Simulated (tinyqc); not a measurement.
# Changing the thickness t

Model: leakage currents through a thin dielectric. Computed by tinyqc, a small Python program. Command: `OMP_NUM_THREADS=1 python tinyqc.py 3005488 3005489 out.jsonl leak sweep`. One thread of a shared host (Intel(R) Xeon(R) Processor @ 2.30GHz), about 0.1 s of CPU time with the checks.

Electrons leave an electrode with Fermi energy E_F above its band bottom; barriers are counted from the Fermi level, and both electrodes are alike.

Inputs (values chosen for the exercise, modelled on Si3N4): barrier height phi_B = 2.06 eV; tunnelling mass m = 0.45 m_0; static permittivity k = 7.41; optical permittivity k_o = 4.03; trap depth phi_t = 1.3 eV; Poole-Frenkel prefactor sigma_0 = 2e-08 S/cm; electrode Fermi energy E_F = 3.8 eV; electrode mass m_e = 1 m_0; voltage V = 2.1 V; temperature T = 398 K.

Stack: single layer.

Constants: m_0 = 9.1093837015e-31 kg; e = 1.602176634e-19 C; hbar = 1.054571817e-34 J s; k_B = 8.617333262e-05 eV/K; k_B = 1.380649e-23 J/K; eps_0 = 8.8541878128e-12 F/m; h = 6.62607015e-34 J s.

Method:
- Field F = V/t; equivalent oxide thickness 3.9 t/k.
- WKB: a layer of mass m, field F and barrier b(x) = b_0 - e F x gives the exponent (4 sqrt(2 m)/(3 hbar e F)) [b_0^(3/2) - max(b_0 - e F t, 0)^(3/2)] for b_0 > 0; b_0 = barrier - (E - E_F); the transmission is D(E) = exp(-sum of exponents), without image force.
- Tsu-Esaki: J = (e m_e k_B T/(2 pi^2 hbar^3)) int D(E) ln[(1 + exp((E_F - E)/k_B T))/(1 + exp((E_F - eV - E)/k_B T))] dE over the normal energy E (its change with the mass at an interface is neglected) from max(0, E_F - 3 eV) to E_F + largest barrier, by 100 Gauss-Legendre points in each part, split at E_F - 0.3 eV (if inside the range) and E_F + 8 k_B T.
- The mean energy weights E - E_F by the integrand.
- Schottky emission J = A T^2 exp(-(phi_B - sqrt(e^3 F/(4 pi k_o eps_0)))/k_B T), A = 4 pi e m k_B^2/h^3 with the tunnelling mass; Poole-Frenkel J = sigma_0 F exp(-(phi_t - sqrt(e^3 F/(pi k_o eps_0)))/k_B T); both use the field F of the dielectric.

One run for each value; columns: (1) thickness t (nm); (2) tunnel current density (A/cm^2); (3) transmission D(E_F); (4) field F (MV/cm); (5) equivalent oxide thickness (nm); (6) Poole-Frenkel current density (A/cm^2):
```
(1)         (2)         (3)     (4)     (5)         (6)
2.2  1.8172e+02  6.8528e-07  9.5455  1.1579  4.0705e-03
3.7  5.1170e-03  4.2958e-11  5.6757  1.9474  9.9617e-07
4.8  4.1533e-06  3.5562e-14  4.3750  2.5263  3.1158e-08
6.2  1.1663e-09  4.2496e-18  3.3871  3.2632  1.5124e-09
8.0  5.6762e-13  3.8456e-23  2.6250  4.2105  1.0345e-10
```

Give the missing row, thickness t (nm) = 2.8.

Computed row; columns: (1) thickness t (nm); (2) tunnel current density (A/cm^2); (3) transmission D(E_F); (4) field F (MV/cm); (5) equivalent oxide thickness (nm); (6) Poole-Frenkel current density (A/cm^2):
```
(1)         (2)         (3)     (4)     (5)         (6)
2.8  2.4371e+00  1.4280e-08  7.5000  1.4737  6.6803e-05
```

Interpolating between the two neighbouring rows (linearly) misses most in tunnel current density (A/cm^2), by a factor of 45. Over the rows, tunnel current density (A/cm^2) falls from 182 to 5.68e-13 (exponent d ln y / d ln x -18 between the first rows and -30 between the last); transmission D(E_F) falls from 6.85e-7 to 3.85e-23 (exponent d ln y / d ln x -16 between the first rows and -46 between the last); field F (MV/cm) falls from 9.55 to 2.62 (exponent d ln y / d ln x about -1.0 throughout). At fixed voltage the tunnel current falls by one decade per 3.20 angstrom between the first rows; a low-bias barrier gives ln(10) hbar/(2 sqrt(2 m phi_B)) = 2.33 angstrom. Left out: 1.00, 1.30, 1.70 (the field removes the barrier).
